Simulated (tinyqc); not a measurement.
Hydrogen passivation and dissociation of interface defects with a spread of activation energies: one step, computed by the program tinyqc. Command: `OMP_NUM_THREADS=1 python tinyqc.py 3026221 3026222 out.jsonl passivation walk`. One thread of a shared host (Intel(R) Xeon(R) Processor @ 2.30GHz), about 0.01 s of CPU time with the checks.

Active defects P react as P + H2 -> HP + H and HP -> P + H; released atomic hydrogen is removed. All defects start active. Activation energies are normally distributed, independently for the two reactions.

Problem. A five-point average. a = k_f0 [H2] exp(-E_f/k_B T), b = k_d0 exp(-E_d/k_B T); the active share of one kind of site is b/(a + b) + (a/(a + b)) exp(-(a + b) t). Gauss-Hermite nodes for a unit normal variable, z = 0, +/-1.355626, +/-2.856970 with weights 0.533333, 0.222076, 0.011257; E_f + s_f z is varied at the mean E_d.

Inputs (values chosen for the exercise, for a model interface):

| quantity | value | unit |
|---|---|---|
| mean passivation energy E_f | 1.45 | eV |
| spread s_f | 0.055 | eV |
| prefactor k_f0 | 3.8e-08 | cm^3/s |
| mean dissociation energy E_d | 2.81 | eV |
| prefactor k_d0 | 4.5e+13 | 1/s |
| dissolved hydrogen [H2] | 1.8e+17 | cm^-3 |
| anneal temperature T | 920 | K |
| anneal time t | 11000 | s |

Ambient: hydrogen.

Constants: k_B = 8.617333262e-05 eV/K.

Give: Nodes; active share, five points.

Solution.

Nodes:

| z | weight | energy (eV) | rate (1/s) | active share |
|---|---|---|---|---|
| -2.856970 | 0.011257 | 1.293 | 565.9 | 0.000032 |
| -1.355626 | 0.222076 | 1.375 | 199.7 | 0.000091 |
| 0.000000 | 0.533333 | 1.450 | 78.0 | 0.000233 |
| 1.355626 | 0.222076 | 1.525 | 30.4 | 0.000597 |
| 2.856970 | 0.011257 | 1.607 | 10.7 | 0.001691 |

active share, five points = 2.967e-04
